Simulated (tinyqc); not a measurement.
Round nanowire with a gate all round, subbands and threshold shift from confinement: one step of the calculation.

Undoped body with a flat potential across it, hard walls, transport along x. One isotropic valley (g = 1, mx = my = mz = me). Non-parabolicity enters the subband edges through E (1 + al E) = gamma, so E = 2 gamma/(1 + sqrt(1 + 4 al gamma)); motion within a subband is taken as parabolic with the band-edge mass. Energies are counted from the bulk band edge.

Question. Threshold shift. Each subband has N_k = g sqrt(2 mx m0 kB T/(pi hbar^2)); without degeneracy n = exp(EF/Vt) sum N_k exp(-E_k/Vt). Classical value Nc times pi t^2/4, Nc = sum over valleys of 2 g (m m0 kB T/(2 pi hbar^2))^1.5 with m = (mx my mz)^(1/3). Threshold shift dVT = Vt ln(classical value/sum N_k exp(-E_k/Vt)). Use the subbands listed.

Parameters, values chosen for the exercise; masses close to those of GaN:
```
symbol  value  unit                meaning
T         300     K            temperature
me      0.196    m0  mass at the band edge
t         4.8    nm               diameter
```

Constants: q = 1.602176634e-19 C, kB = 1.380649e-23 J/K, hbar = 1.054571817e-34 J s, m0 = 9.1093837015e-31 kg, Vt = kB T/q. Results are converted to the units shown.

| subband | E_k (eV) | N_k (cm^-1) |
|---|---|---|
| 0,1 | 0.18842366 | 2.0574946e6 |
| 1,1 | 0.45597880 | 4.1149892e6 |
| 2,1 | 0.77574484 | 4.1149892e6 |
| 0,2 | 0.88089879 | 2.0574946e6 |
| 3,1 | 1.1307969 | 4.1149892e6 |

Find: shares; sum N_k exp(-E_k/Vt); Nc; classical value; dVT.

Answer.

shares, subband 0,1 to 3,1 (%): [99.994, 0.006, 0.000, 0.000, 0.000]
sum N_k exp(-E_k/Vt) = 1406.0 cm^-1
Nc = 2.1775e18 cm^-3
classical value = 3.9403e5 cm^-1
dVT = 145.69 mV

Computed by the program tinyqc: `OMP_NUM_THREADS=1 python tinyqc.py 2350052 2350053 out.jsonl`, one thread of a shared Intel Xeon 2.30GHz, about 0.2 s for the whole run.
